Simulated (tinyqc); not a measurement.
Density and mobility of a removed layer (differential Hall).

Problem. For layers in parallel the sheet conductance g = 1/Rs and the product g mu_H (mu_H signed, unit Hall factors) are additive. Find the sheet density and mobility of the layer that was removed, and its share of the conductance.

Constants: q = 1.602176634e-19 C. Results are converted to the units shown.

Rs before and after removing the top layer (ohm/square): 349.07769  1155.8350
apparent mobility before and after, signed (cm^2/(V s)): 122.55034  36

Solution. The differences give g1 = q n mu and g1 mu = q n mu^2; their ratio is mu and g1^2/(q g1 mu) is n.

sheet density = 7.80e13 cm^-2
mobility = 160 cm^2/(V s)
share of the conductance = 69.8 %

Numbers from tinyqc (`OMP_NUM_THREADS=1 python tinyqc.py 2850171 2850172 out.jsonl`; about 0.05 s on one thread of a shared Intel Xeon 2.30GHz).
